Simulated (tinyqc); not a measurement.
Worked calculation: tight binding, honeycomb lattice. Computed by tinyqc, a small Python program that keeps every step. Settings: t1 = 2.78, t2 = 0.21, phi = 1.57, delta = 1.13, points = 5. Command: `OMP_NUM_THREADS=1 python tinyqc.py 20392 20393 out.jsonl` (the two numbers bound the seeds that draw the settings). One thread of a shared host (Intel(R) Xeon(R) Processor @ 2.60GHz), about 0.01 s of CPU time with the checks.

## Bloch Hamiltonian at k

Parameters chosen for this model:
```
parameter     value                        unit
t1         2.780000                 eV, nearest
t2         0.210000       eV, second neighbours
phi        1.570000  rad, phase of t2 (Haldane)
delta      1.130000          eV, +/- on A and B
```

k point k (fractions of the reciprocal vectors): [0.110000, 0.480000]

H_AB = -t1 (1 + exp(-i k.a1) + exp(-i k.a2)); H_AA = delta - 2 t2 sum cos(k.b + phi), H_BB = -delta - 2 t2 sum cos(k.b - phi), b = a1, a2 - a1, -a2.

H(k) at k (eV), order A, B:
```
[[1.651548, -2.163948+2.120465i],
 [-2.163948-2.120465i, -1.650942]]
```

## Levels at k

Diagonalise the Hermitian matrix.

eigenvalues (eV): [-3.450154, 3.450760]

weights |c|^2 of the basis functions, order A, B:
```
[[0.260721, 0.739279],
 [0.739279, 0.260721]]
```

## Bloch Hamiltonian at K

k point K (fractions of the reciprocal vectors): [0.333333, 0.666667]

As before.

H(k) at K (eV), order A, B:
```
[[2.221693, 0.000000],
 [0.000000, -2.220690]]
```

## Levels at K

As before.

eigenvalues (eV): [-2.220690, 2.221693]

weights |c|^2 of the basis functions, order A, B:
```
[[0.000000, 1.000000],
 [1.000000, 0.000000]]
```

## Bands along a path

The same steps at evenly spaced points between the labelled ones.

Bands along the path (eV):
```
k             band 1    band 2
G          -8.417208  8.415201
G-K 0.33   -7.151010  7.149869
G-K 0.67   -4.161263  4.161659
K          -2.220690  2.221693
K-M 0.33   -2.554791  2.555700
K-M 0.67   -2.970046  2.970791
M          -3.000549  3.001218
M-K' 0.33  -2.510511  2.511256
M-K' 0.67  -1.489238  1.490147
K'         -0.038307  0.039310
```

With 1 band(s) filled, the highest filled level on these points lies at K' and the lowest empty one at K': a gap of 0.0776 eV, direct.
